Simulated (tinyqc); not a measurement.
Worked calculation: Keating valence-force model of a tetrahedral crystal. Computed by tinyqc, a small Python program that keeps every step. Command: `OMP_NUM_THREADS=1 python tinyqc.py 3021909 3021910 out.jsonl keating walk`. One thread of a shared host (Intel(R) Xeon(R) Processor @ 2.30GHz), about 0.04 s of CPU time with the checks. Intermediate numbers are printed to about 6 digits and carried at full precision; extremes and crossings named in words are read from the listed rows.

Atom A sits at 0 and atom B at a/4 (1,1,1) of an fcc lattice; the four bonds from A are t = a/4 (1,1,1), a/4 (1,-1,-1), a/4 (-1,1,-1), a/4 (-1,-1,1), of length d = sqrt(3) a/4. Energy: E = (3 alpha/(8 d^2)) sum over bonds (r.r - d^2)^2 + (3 beta/(8 d^2)) sum over pairs of bonds at one atom (r_i.r_j + d^2/3)^2; both atoms have the mass M. The cell holds two atoms, Omega = a^3/4. 1 N/m = 1 J/m^2. With constants fitted to the elastic moduli this model puts optical and zone-boundary frequencies of real crystals too high, by up to about 20 % in elemental crystals and up to about 50 % in compounds, and mostly by more for TA modes; in compounds the lattice part of the static dielectric constant then comes out too low.

Inputs (values chosen for the exercise, modelled on diamond):
```
quantity                value      unit
lattice constant a      3.567  angstrom
atomic mass M          12.011         u
bond stretching alpha     130       N/m
bond bending beta        83.4       N/m
mesh divisions n            8         -
temperature T             200         K
```

Structure: diamond.

wave vector q (2 pi/a): 0.87  0.33  0.23

Constants: 1 eV/angstrom^2 = 16.02176634 J/m^2; nu for 1 eV/(angstrom^2 u) = 15.6333042 THz; 1 THz = 33.35640952 1/cm; u = 1.6605390666e-27 kg; h x 1 THz = 4.135667696 meV; k_B = 8.617333262e-05 eV/K.

## Dynamical matrix at q

With displacements u exp(i q.r), each bracket changes by g.u, where g = (g_A, g_B): bond t, g = (-2 t, 2 t exp(i q.t)); pair (i, j) at A, g = (-(t_i + t_j), t_i exp(i q.t_j) + t_j exp(i q.t_i)); pair at B, g = (-t_i exp(-i q.t_j) - t_j exp(-i q.t_i), t_i + t_j). Then D_mn = sum over the 4 bonds and 12 pairs of (4 k/a^2) conj(g_m) g_n / sqrt(M_m M_n), with k = alpha or beta converted to eV/angstrom^2.

D(q) (eV/(angstrom^2 u)):
```
                   A x                A y                A z                B x
A x            5.53542   0.14815+0.40893i   0.11382+0.62217i  -0.73090+0.76070i
A y   0.14815-0.40893i            4.60775   0.24669+0.04149i   0.43961-0.06031i
A z   0.11382-0.62217i   0.24669-0.04149i            4.79952   0.29123-0.09104i
B x  -0.73090-0.76070i   0.43961+0.06031i   0.29123+0.09104i            5.53542
B y   0.43961+0.06031i  -0.73090-0.76070i   0.03440+0.77071i   0.14815+0.40893i
B z   0.29123+0.09104i   0.03440+0.77071i  -0.73090-0.76070i   0.11382+0.62217i

                   B y                B z
A x   0.43961-0.06031i   0.29123-0.09104i
A y  -0.73090+0.76070i   0.03440-0.77071i
A z   0.03440-0.77071i  -0.73090+0.76070i
B x   0.14815-0.40893i   0.11382-0.62217i
B y            4.60775   0.24669-0.04149i
B z   0.24669+0.04149i            4.79952
```

## Frequencies at q

Diagonalise the Hermitian matrix D. An eigenvalue lambda of D in eV/(angstrom^2 u) gives nu = 15.6333042 THz x sqrt(lambda). The weight on A is the sum of |e|^2 over the three components of atom A.

frequencies (THz): 25.8490  29.8724  33.2018  36.8967  39.0860  41.8570

weights on atom A: 0.5  0.5  0.5  0.5  0.5  0.5

With equal masses the inversion that swaps the two atoms makes every weight one half.

## Elastic constants and internal strain

C11 = (alpha + 3 beta)/a, C12 = (alpha - beta)/a, C44 = 4 alpha beta/(a (alpha + beta)); with the two sublattices clamped C44(0) = (alpha + beta)/a; internal-strain parameter zeta = (alpha - beta)/(alpha + beta); B = (C11 + 2 C12)/3.

C11 = 1065.88 GPa

C12 = 130.642 GPa

C44 = 569.734 GPa

clamped C44(0) = 598.262 GPa

internal-strain parameter zeta = 0.218369

bulk modulus B = 442.389 GPa

Letting the sublattices shift lowers C44 by 5 %, which is zeta^2. With zeta well below 1 the stiff angles force the bond lengths to change in a shear. The model fixes 2 C44 (C11 + C12)/((C11 - C12)(C11 + 3 C12)) = 1.000 whatever alpha and beta are.

## Optical mode at the zone centre

mu = M/2; lambda = 4 (alpha + beta)/mu with the springs in eV/angstrom^2; nu = 15.6333042 THz x sqrt(lambda).

reduced mass mu = 6.0055 u

Raman frequency = 46.5638 THz

the same as a wavenumber = 1553.20 1/cm

## Frequencies at the zone boundary

The formulas are those given above.

Frequencies (THz) at points given in 2 pi/a:
```
point                 nu 1     nu 2     nu 3     nu 4     nu 5     nu 6
X (1, 0, 0)        29.1095  29.1095  36.3432  36.3432  38.8300  38.8300
L (0.5, 0.5, 0.5)  20.5835  20.5835  33.1140  41.3179  41.7673  41.7673
W (1, 0.5, 0)      31.2771  31.2771  32.9256  32.9256  40.1698  40.1698
K (0.75, 0.75, 0)  26.8936  32.4586  33.3791  35.5886  38.0121  41.6087
```

At X the two longitudinal modes are degenerate (38.83 THz), as the diamond symmetry demands.

## Lowest frequency at X

Take the lowest frequency at X = (1, 0, 0) 2 pi/a, the transverse acoustic (TA) mode.

TA frequency at X = 29.1095 THz

## Transverse acoustic branch against its sound line

The sound line is nu = v q/(2 pi) with v = sqrt(C44/rho), rho = (M_A + M_B)/Omega; the clamped line uses C44(0).

Frequencies (THz) along G-X; columns: (1) q (2 pi/a); (2) lowest branch; (3) sound line, relaxed C44; (4) sound line, clamped C44(0); (5) third-lowest frequency; (6) highest frequency:
```
(1)       (2)      (3)      (4)      (5)      (6)
0.05   1.7839   1.7844   1.8286   2.4393  46.5559
0.15   5.3391   5.3533   5.4857   7.2830  46.4900
0.30  10.5924  10.7066  10.9713  14.3347  46.2315
0.45  15.6693  16.0598  16.4570  20.9390  45.6853
0.60  20.4626  21.4131  21.9427  26.9106  44.7058
0.75  24.8014  26.7664  27.4283  32.1070  43.1346
0.90  28.2001  32.1197  32.9140  36.4392  40.8288
1.00  29.1095  35.6885  36.5711  36.3432  38.8300
```

At small q the branch follows the relaxed line (1.000 of it, against 0.976 of the clamped one): in a long shear wave the sublattices shift against each other. At X it reaches 82 % of the relaxed line. Real tetrahedral semiconductors have flatter TA branches than a Keating model fitted to their elastic constants, which needs longer-ranged terms to mend.

## Thermal sums on a mesh

Mesh: q = sum_i (m_i + 1/2)/n b_i, m_i = 0..n-1, with b = [[-1, 1, 1], [1, -1, 1], [1, 1, -1]] in 2 pi/a; sums over the six modes are averaged over the n^3 points and halved, per atom. With x = h nu/(k_B T) and n = 1/(exp(x) - 1) for each mode: F = k_B T [x/2 + ln(1 - exp(-x))], U = k_B T x (n + 1/2), S/k_B = x n - ln(1 - exp(-x)), C/k_B = x^2 n (n + 1). The acoustic share counts the three lowest modes at each q; zero-point energy = sum h nu/2.

free energy F = 205.361 meV/atom

entropy S = 0.0681696 k_B/atom

heat capacity C = 0.211509 k_B/atom

acoustic share of C = 0.962293

zero-point energy = 205.641 meV/atom

C is 7 % of the classical value; the optical modes are still largely frozen out.

Checks made by the program: slopes of the acoustic branches along [110] against C11, C12 and the relaxed C44 (relative difference 1e-06); zone-centre optical mode against D(q = 0) (relative difference below 1e-10); longitudinal modes at X against the diagonal of D (relative difference below 1e-10).
